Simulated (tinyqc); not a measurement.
Inside a calculation. Model: six-transistor SRAM cell, nodal equations and margins.

tinyqc, about 0.1 s, one thread, Intel Xeon 2.30GHz (shared host): `OMP_NUM_THREADS=1 python tinyqc.py 2340021 2340022 out.jsonl` Printed values are rounded.

Two cross-coupled inverters (pull-down bn, pull-up bp) hold the nodes Q and QB; access transistors (ba, threshold VTn, gate on the word line at Vdd when selected) join them to the bit lines. Transistor (EKV form, voltages against the body): I = 2 n b Vt^2 [F(vp - Vs) - F(vp - Vd)] from drain to source, F(v) = ln^2(1 + exp(v/(2 Vt))), vp = (Vg - VT + sg |Vd - Vs|)/n. n-channel bodies are at 0; for the p-channel device all voltages are counted down from Vdd. b in uA/V^2 gives I in uA. For an access transistor the bit line is the drain and the node the source. In a read both bit lines are at Vdd. The cell is symmetric (no mismatch).

Inputs (values chosen for the exercise):
- T = 300 K (temperature)
- Vdd = 0.9 V (supply voltage)
- n = 1.32 (slope factor)
- sg = 0.056 (drain-induced barrier lowering)
- VTn = 0.27 V (n-channel threshold)
- VTp = 0.42 V (p-channel threshold (magnitude))
- bn = 560 uA/V^2 (gain factor of the pull-down transistor)
- ba = 470 uA/V^2 (gain factor of the access transistor)
- bp = 260 uA/V^2 (gain factor of the pull-up transistor)

Constants: q = 1.602176634e-19 C, kB = 1.380649e-23 J/K, Vt = kB T/q. Results are converted to the units shown.

## Iteration 1: node voltages in a read by Newton steps

(Q, QB) at the start (V): Q 0.0000000, QB 0.9000000

F1 = In(gate QB, drain Q) - Ip(gate QB, drain Q) - Ia(bit line, Q), F2 the same with Q and QB exchanged; J by central differences with +/- 1e-6 V; solve J d = -F, limit each component to +/- 0.15 V and add.

F1, F2 (uA): [-82.41887, 0.00152]

J (uS):
```
          Q       QB
F1  686.110    0.000
F2    0.044  124.708
```

(Q, QB) after iteration 1 (V): Q 0.1201249, QB 0.8999456

## Iteration 2: node voltages in a read by Newton steps

As before.

F1, F2 (uA): [-9.759849, 0.038211]

J (uS):
```
          Q      QB
F1  523.563  67.406
F2    1.159  93.227
```

(Q, QB) after iteration 2 (V): Q 0.1388488, QB 0.8993030

## Course of the iteration: node voltages in a read by Newton steps

Stop when the largest change of (Q, QB) is below 1e-9 V, or after 30 iterations. The rule counts as met only at the stable state with Q low.

Course of the iteration:
```
iteration      Q (V)  largest |change| of one entry (V)
1          0.1201249                              0.120
2          0.1388488                             0.0187
3          0.1393579                            5.09e-4
4          0.1393583                            4.63e-7
5          0.1393583                           5.80e-13
```

Converged in 5 iterations. At the end the number of correct digits about doubles with each step.

## Read current and disturbance

(Q, QB) (V): Q 0.1393583, QB 0.8991884

Iread = Ia(bit line at Vdd, source Q); cell ratio bn/ba; time to pull a bit line of 20 fF down by 0.1 V at that current.

Iread = 42.51786 uA
cell ratio = 1.191489
time = 47.03905 ps

The read lifts the low node to 139 mV, against a balance point of 397 mV.

## The largest square in the read butterfly

c, point 0 to 6 (V): [0.15, 0.25, 0.35, 0.43, 0.5, 0.55, 0.61]

f(x) is the node voltage of one half-cell in a read for input x (In - Ip - Ia = 0). Static noise margin: side of the largest square between the curve (x, f(x)) and its mirror image (f(y), y); with h(c) the root x of f(x) - x = c, it is the maximum over c > 0 of h(c) - h(-c) + c.

h(c), point 0 to 6 (V): [0.3470148, 0.3369199, 0.3312623, 0.3255192, 0.3142898, 0.2981304, 0.2667665]
h(-c), point 0 to 6 (V): [0.4727980, 0.5283212, 0.5867008, 0.6381618, 0.6879366, 0.7258773, 0.7734660]
side, point 0 to 6 (V): [0.0242168, 0.0585987, 0.0945616, 0.1173574, 0.1263532, 0.1222531, 0.1033004]

The maximum over c is 126.4 mV, the read margin; with the word line off (no Ia) the same construction gives 314.9 mV.
